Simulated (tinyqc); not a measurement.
What moves the results: virtual-crystal alloy in the empirical-pseudopotential method. A value that a table varies takes the place of the one given here.

Empirical pseudopotential on the fcc lattice, atoms at +/- tau, tau = a (1,1,1)/8, no spin-orbit coupling. H(G,G') = c (2 pi/a)^2 |k + G|^2 delta + VS(q) cos(q.tau) + i VA(q) sin(q.tau), q = G - G', c = hbar^2/2m0; k and G in units of 2 pi/a; VS at |q|^2 = 3, 8, 11 and VA at 3, 4, 11, in rydberg, zero elsewhere. At each k the basis holds all G with |k + G|^2 up to 16; energies are counted from the fourth level at Gamma.

Virtual crystal A(1-x)B(x): a = (1 - x) a_A + x a_B. Rule linear: V = (1 - x) V_A + x V_B. Rule volume: V = [(1 - x) a_A^3 V_A + x a_B^3 V_B]/a^3, since a form factor is an atomic potential divided by the cell volume.

Constants: hbar^2/2m0 = 3.80998211 eV angstrom^2; Ry = 13.60569312 eV.

Inputs chosen for the exercise (classic local form factors of the size used for GaAs (A) and GaP (B), which place X and L only to a few tenths of an eV; not measured data): a = (5.645, 5.441) angstrom (lattice constants of A, B); VSA = (-0.226, 0.009, 0.06) Ry (symmetric form factors of A); VAA = (0.069, 0.051, 0.01) Ry (antisymmetric form factors of A); VSB = (-0.218, 0.029, 0.072) Ry (symmetric form factors of B); VAB = (0.123, 0.07, 0.019) Ry (antisymmetric form factors of B); rule = linear (mixing rule).

## Gaps across the alloy

Gaps from the valence top to the fifth band at Gamma, at L = (1/2,1/2,1/2) and at the lowest of k = (f,0,0), f = 0.70, 0.75, ..., 1.00. Bowing C = 4 [(E(0) + E(1))/2 - E(1/2)].

Gaps (eV):

| x | Gamma | Delta/X | f of the minimum | L | lowest |
|---|---|---|---|---|---|
| 0.000 | 1.369 | 1.602 | 1 | 1.593 | Gamma |
| 0.167 | 1.630 | 1.706 | 1 | 1.777 | Gamma |
| 0.333 | 1.875 | 1.809 | 1 | 1.954 | Delta/X |
| 0.500 | 2.107 | 1.911 | 1 | 2.125 | Delta/X |
| 0.667 | 2.326 | 2.013 | 1 | 2.289 | Delta/X |
| 0.833 | 2.532 | 2.113 | 1 | 2.447 | Delta/X |
| 1.000 | 2.726 | 2.212 | 1 | 2.597 | Delta/X |

bowing (eV): Gamma -0.237, Delta/X -0.018, L -0.120

The lowest valley changes: Gamma to Delta/X between x = 0.167 and 0.333. From A to B the Gamma gap moves by +1.36 eV, L by +1.00 eV and Delta/X by +0.61 eV; a move of Delta/X below about 0.4 eV is within the error of such form factors, sign included. The virtual crystal holds no disorder and no bond relaxation, so its bowing comes from the non-linear dependence on the mean potential and volume alone, and it may differ from measured bowing, which is positive in these alloys, in size and even in sign; crossings move with it.

## Two mixing rules

Gaps from the valence top to the fifth band at Gamma, at L = (1/2,1/2,1/2) and at the lowest of k = (f,0,0), f = 0.70, 0.75, ..., 1.00. Both rules agree at the ends.

Gaps (eV):

| x | Gamma, linear | Delta/X, linear | L, linear | Gamma, volume | Delta/X, volume | L, volume |
|---|---|---|---|---|---|---|
| 0.25 | 1.754 | 1.757 | 1.866 | 1.724 | 1.741 | 1.843 |
| 0.50 | 2.107 | 1.911 | 2.125 | 2.069 | 1.889 | 2.095 |
| 0.75 | 2.430 | 2.063 | 2.369 | 2.403 | 2.046 | 2.347 |

At x = 0.5 the volume rule moves Gamma by -38 meV, Delta/X by -22 meV and L by -30 meV, that is the bowing by -4 times these; the lattice constants differ by 3.6 %, and the rules would coincide for equal ones.

Run: tinyqc, `OMP_NUM_THREADS=1 python tinyqc.py 1051521 1051522 out.jsonl`; Intel(R) Xeon(R) Processor @ 2.30GHz, one thread, shared host; about 0.2 s of CPU time with all checks.
